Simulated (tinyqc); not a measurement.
## Core-level spacing from the offsets

Problem. For an overlayer B on a substrate A, dEv = (iB - iA) - (cB - vB) + (cA - vA) in binding energies, and dEc + dEv = EgB - EgA. Find dEv and the spacing iB - iA that a thin film must show.

Parameters, values chosen for the exercise: gap of the substrate A EgA = 3.21 eV; gap of the overlayer B EgB = 5.79 eV.

dEc = 1.3600443 eV
cA - vA = 38.079956 eV
cB - vB = 16.73 eV

Solution. The gaps give dEv, and the Kraut relation is solved for the spacing.

dEv = 1.2200 eV
iB - iA = -20.130 eV

tinyqc, about 0.01 s, one thread, Intel Xeon 2.30GHz (shared host): `OMP_NUM_THREADS=1 python tinyqc.py 2410136 2410137 out.jsonl`
